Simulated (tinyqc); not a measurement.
Metal-induced gap states at the contact of a metal chain and a two-band chain: sweeps and comparisons. A value that a table varies takes the place of the one given here.

The semiconductor alternates sites A at -Eg/2 and C at +Eg/2 with hopping -t; the gap runs from -Eg/2 to Eg/2. In the gap cosh(q a) = 1 + (Eg^2/4 - E^2)/(2 t^2) and the amplitude changes by -exp(-q a) a period. The metal has site energy 0 and hopping -tm; its end site has g_m = (E - i sqrt(4 tm^2 - E^2))/(2 tm^2). Sites 1, 2, ... count into the semiconductor, with energies e1, e2 alternating. The clean half chain has g1 = 1/(E - e1 - t^2 g2), g2 = 1/(E - e2 - t^2 g1), decaying root. With the contact G11 = 1/(1/g1 - tc^2 g_m), and the density on site j is -Im G_jj/pi = |psi_j/psi_1|^2 (-Im G11/pi), per spin, with psi_2/psi_1 = -t g2, psi_3/psi_2 = -t g1.

Constants: e^2/(4 pi eps0) = 14.39964547 eV angstrom.

Parameters, chosen for this exercise (gap and optical dielectric constant near those of SiC; the chain itself is a model; the results hold for these values, not for the real material):
- Eg = 3.15 eV (gap)
- t = 2.78 eV (hopping in the semiconductor)
- tm = 3.47 eV (hopping in the metal)
- tc = 1.25 eV (hopping across the contact)
- end = C (site that touches the metal)
- a = 3.08 angstrom (period (two sites); one chain for each area a^2)
- eps = 6.3 (dielectric constant)
- E = 0.15 eV (energy from mid-gap)

## Across the gap

E = f Eg. Share on C: the part of the summed density that lies on C sites, whose orbitals make the conduction edge.

Gap states:

| f | E (eV) | xi = 1/(2q) (angstrom) | D1 (1/eV) | D2 (1/eV) | sum (1/eV) | share on C |
|---|---|---|---|---|---|---|
| -0.48 | -1.512 | 9.72 | 0.0003 | 0.0133 | 0.0501 | 0.023 |
| -0.40 | -1.260 | 4.55 | 0.0015 | 0.0094 | 0.0221 | 0.135 |
| -0.30 | -0.945 | 3.43 | 0.0030 | 0.0076 | 0.0178 | 0.282 |
| -0.15 | -0.472 | 2.88 | 0.0059 | 0.0064 | 0.0187 | 0.479 |
| 0.00 | 0.000 | 2.75 | 0.0104 | 0.0060 | 0.0244 | 0.636 |
| 0.15 | 0.472 | 2.88 | 0.0192 | 0.0060 | 0.0384 | 0.760 |
| 0.30 | 0.945 | 3.43 | 0.0412 | 0.0066 | 0.0806 | 0.862 |
| 0.40 | 1.260 | 4.55 | 0.0888 | 0.0070 | 0.1950 | 0.927 |
| 0.48 | 1.512 | 9.72 | 0.2964 | 0.0052 | 1.1103 | 0.983 |

What can be read from the table?

The decay length xi of the density is shortest at mid-gap, 2.75 angstrom, and grows to 9.7 near the edges. The summed density is least at f = -0.3 (0.0178) and largest at f = 0.48 (1.1103 1/eV). The share on C goes from 0.02 to 0.98 and passes one half near f = -0.130, a point that depends on which site ends the chain. The states turn from valence-like to conduction-like across the gap; the branch point, where the decay is fastest, lies at mid-gap in this symmetric chain and is the usual estimate of the neutrality level.

## Wider gaps pin less

E = 0; Eg is varied and eps follows 1 + (eps0 - 1)(Eg0/Eg), with the given Eg and eps as Eg0 and eps0. xi = 1/(2q), N = 2 (summed density)/a^2, S = 1/(1 + 4 pi e^2 N xi/eps).

Against the gap:

| Eg (eV) | eps | xi (angstrom) | summed density (1/eV) | S | S at fixed eps |
|---|---|---|---|---|---|
| 0.50 | 34.39 | 17.13 | 0.1925 | 0.215 | 0.048 |
| 0.75 | 23.26 | 11.43 | 0.1256 | 0.298 | 0.103 |
| 1.10 | 16.18 | 7.80 | 0.0831 | 0.395 | 0.203 |
| 1.50 | 12.13 | 5.73 | 0.0589 | 0.485 | 0.329 |
| 2.30 | 8.26 | 3.75 | 0.0359 | 0.617 | 0.551 |
| 3.40 | 5.91 | 2.56 | 0.0221 | 0.733 | 0.745 |
| 5.50 | 4.04 | 1.62 | 0.0115 | 0.850 | 0.899 |
| 9.00 | 2.85 | 1.04 | 0.0054 | 0.930 | 0.967 |

What does this show, and why?

From Eg = 0.5 to 9 eV xi falls by a factor 16.5 and the summed density by 35.4, so at fixed eps S rises from 0.05 to 0.97. The weaker screening of wide-gap solids works against this: with it S goes from 0.21 to 0.93.

## Weakening the contact bond

At the given E, tc is varied, as by a thin spacer. xi = 1/(2q), N = 2 (summed density)/a^2, S = 1/(1 + 4 pi e^2 N xi/eps) with xi and eps kept.

Against tc:

| tc (eV) | D1 (1/eV) | summed density (1/eV) | S |
|---|---|---|---|
| 0.10 | 0.00008 | 0.00018 | 0.9970 |
| 0.25 | 0.00051 | 0.00113 | 0.9814 |
| 0.50 | 0.00206 | 0.00451 | 0.9298 |
| 0.80 | 0.00524 | 0.01150 | 0.8385 |
| 1.20 | 0.01161 | 0.02548 | 0.7009 |
| 1.80 | 0.02446 | 0.05367 | 0.5266 |
| 2.50 | 0.03914 | 0.08587 | 0.4101 |
| 3.50 | 0.04659 | 0.10222 | 0.3687 |

How do the results move?

For a weak bond the density goes as tc^2 (ratio 6.25 between 0.25 and 0.1 eV, against 6.25). It is largest at tc = 3.5 eV among these rows, the end of the table; the peak may lie just before or beyond it. S is 0.997 at 0.1 eV and has its least value, 0.369, in that row.

## What each parameter does

xi = 1/(2q), summed density, and S = 1/(1 + 4 pi e^2 N xi/eps), N = 2 (summed density)/a^2. Each row changes one parameter from the base and keeps the others.

Results:

| case | xi (angstrom) | summed density (1/eV) | S |
|---|---|---|---|
| base | 2.766 | 0.02756 | 0.6842 |
| Eg = 3.465 eV | 2.519 | 0.02416 | 0.7307 |
| t = 3.058 eV | 3.036 | 0.02569 | 0.6792 |
| tm = 3.817 eV | 2.766 | 0.02516 | 0.7036 |
| tc = 1.375 eV | 2.766 | 0.03303 | 0.6438 |
| eps = 6.93 | 2.766 | 0.02756 | 0.7044 |
| end = A | 2.766 | 0.02197 | 0.7310 |

What does this show?

The largest shifts from the base row, up to three for each result and ties (the steps differ in size, so this ranks the rows, not the parameters). xi (angstrom): t +0.270, Eg -0.247; unchanged at the printed digits by tm, tc, eps and end. summed density (1/eV): end -0.00559, tc +0.00547, Eg -0.00340; unchanged at the printed digits by eps. S: end +0.0468, Eg +0.0465, tc -0.0404. The decay length belongs to the semiconductor alone; the metal and the contact set only the amplitude.

Program tinyqc; command `OMP_NUM_THREADS=1 python tinyqc.py 1451021 1451022 out.jsonl`; about 0.01 s on one thread of a shared Intel(R) Xeon(R) Processor @ 2.30GHz.
